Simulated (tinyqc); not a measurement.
A run and its error bars: classical Heisenberg spin chain: exact results, Metropolis, heat-bath and over-relaxation steps, and a Monte Carlo run. Computed by tinyqc, a small Python program. Command: `OMP_NUM_THREADS=1 python tinyqc.py 3130521 3130522 out.jsonl heismc walk`. One thread of a shared host (Intel(R) Xeon(R) Processor @ 2.30GHz), about 0.1 s of CPU time with the checks.

E = -J sum_i s_i . s_(i+1) for unit vectors s_i on an open chain; K = J/(k_B T).

Inputs (values chosen for the exercise, for a model chain of large moments):
```
quantity                     value  unit
coupling J                      25   meV
temperature T                 71.6     K
moment mu                      3.1  mu_B
length N of the open chain       8     -
seed                        814654     -
```

Update: Metropolis.

Constants: k_B = 8.617333262e-05 eV/K; mu_B = 5.7883818060e-05 eV/T.

Method:
- Each bond angle is independent, so u = <s_i . s_(i+1)> = coth K - 1/K, <s_i . s_(i+n)> = u^n, correlation length xi = -1/ln|u|, energy per bond -J u, heat capacity per bond c/k_B = 1 - K^2/sinh^2 K, and for the long chain chi = mu^2 (1 + u)/(3 k_B T (1 - u)) per spin.
- For N spins, <|sum s|^2>/N = (1 + u)/(1 - u) - 2 u (1 - u^N)/(N (1 - u)^2); the long chain has (1 + u)/(1 - u), chi over the Curie value, and the difference is relative to it.
- From the ordered state (alternating for J < 0), with trial spins uniform on the sphere, 200 sweeps are discarded and 1600 recorded (even and odd sites in turn; random numbers not printed, so these rows are one sample). Errors are the scatter of block means over sqrt(number of blocks).

K = 4.05186

u = 0.753805

<|sum s|^2>/N = 4.33862

Blocking:
```
block length  mean bond product      error  <|sum s|^2>/N    error
1                       0.74725  0.0022313         4.4534  0.03686
4                       0.74725  0.0038895         4.4534  0.06940
16                      0.74725  0.0059510         4.4534  0.11380
40                      0.74725  0.0069169         4.4534  0.14286
80                      0.74725  0.0076734         4.4534  0.16065
```

What follows from these numbers?

With blocks of 40 the bond product is 0.9 error bars from the exact u = 0.7538, and <|sum s|^2>/N is 0.8 from the exact 4.339. Blocking to 40 changes the two errors by factors 3.1 and 3.9, because successive sweeps are correlated. 17 % of the trial spins are accepted.
